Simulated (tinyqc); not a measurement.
Plane-wave Kohn-Sham cycle with exchange-only LDA in a layered model solid, step by step. One step of it, computed by the program tinyqc.

Question. Iteration 2: Hamiltonian at one k. H(m,m') = (k + G_m)^2/2 delta + V(G_m - G_m'), with V(-G) = V(G).

A solid whose potential varies along x alone (atomic units):
```
parameter                      value
period a                   15.300000
cross-section of the cell  19.000000
electrons per cell                 2
grid points                       16
plane waves -n..n, n               3
k points                           3
V1 in V1 cos(2 pi x/a)     -0.470000
V2 in V2 cos(4 pi x/a)      0.040000
```

V(G_m), m = 0, 1, 2, ... (hartree): [-0.184229, -0.121545, 0.030822, 0.000893, 0.000243, 0.000161, 0.000044]

k = 0.000000 2 pi / a

Give: H.

Answer.

H (hartree), order -3, -2, -1, +0, +1, +2, +3:
$$\begin{pmatrix}
0.5747 & -0.1215 & 0.0308 & 0.0009 & 0.0002 & 0.0002 & 0.0000 \\
-0.1215 & 0.1531 & -0.1215 & 0.0308 & 0.0009 & 0.0002 & 0.0002 \\
0.0308 & -0.1215 & -0.0999 & -0.1215 & 0.0308 & 0.0009 & 0.0002 \\
0.0009 & 0.0308 & -0.1215 & -0.1842 & -0.1215 & 0.0308 & 0.0009 \\
0.0002 & 0.0009 & 0.0308 & -0.1215 & -0.0999 & -0.1215 & 0.0308 \\
0.0002 & 0.0002 & 0.0009 & 0.0308 & -0.1215 & 0.1531 & -0.1215 \\
0.0000 & 0.0002 & 0.0002 & 0.0009 & 0.0308 & -0.1215 & 0.5747
\end{pmatrix}$$
